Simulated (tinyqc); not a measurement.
Size effects in the resistivity of thin metal films and interconnect lines: one step, computed by the program tinyqc.

Electrons lose their drift at surfaces (a share 1 - p of the hits) and at grain boundaries (reflection R), besides bulk scattering. The line sits in a trench with a non-conducting liner on both walls and the bottom; the spacing equals the drawn width.

Problem. Resistance and delay. Total: rho = rho_b [1 + surface excess + grain excess]; resistance per length rho/(w_m h_m); capacitance per length C = 2 k eps_0 (aspect ratio + 1/2), a parallel-plate estimate for two neighbours plus a fixed term for the planes above and below; delay 0.38 R C L^2; effective resistivity per drawn area.

Inputs (values chosen for the exercise, modelled on gold):

| quantity | value | unit |
|---|---|---|
| bulk resistivity rho_b | 2.2 | microohm cm |
| aspect ratio (height over width) | 1.5 | - |
| line length | 4.4 | micrometre |
| permittivity of the dielectric k | 3 | - |

Geometry: line.

rho/rho_b from surfaces = 1.279654

rho/rho_b from grains = 1.666894

metal width w_m = 96.6 nm

metal height h_m = 146.3 nm

share of the trench filled by metal = 98.10204 %

Constants: eps_0 = 8.8541878128e-12 F/m.

Give: resistivity rho; resistance per length; capacitance per length; RC delay; effective resistivity per drawn area.

Solution.

resistivity rho = 4.282 microohm cm

resistance per length = 3.030 ohm/micrometre

capacitance per length = 0.1063 fF/micrometre

RC delay = 0.002369 ps

effective resistivity per drawn area = 4.365 microohm cm

Of the factor 1.98 over bulk, scattering gives 1.95 and the liner 1.02; within scattering, grain boundaries outweigh surfaces (0.67 against 0.28, grains first).
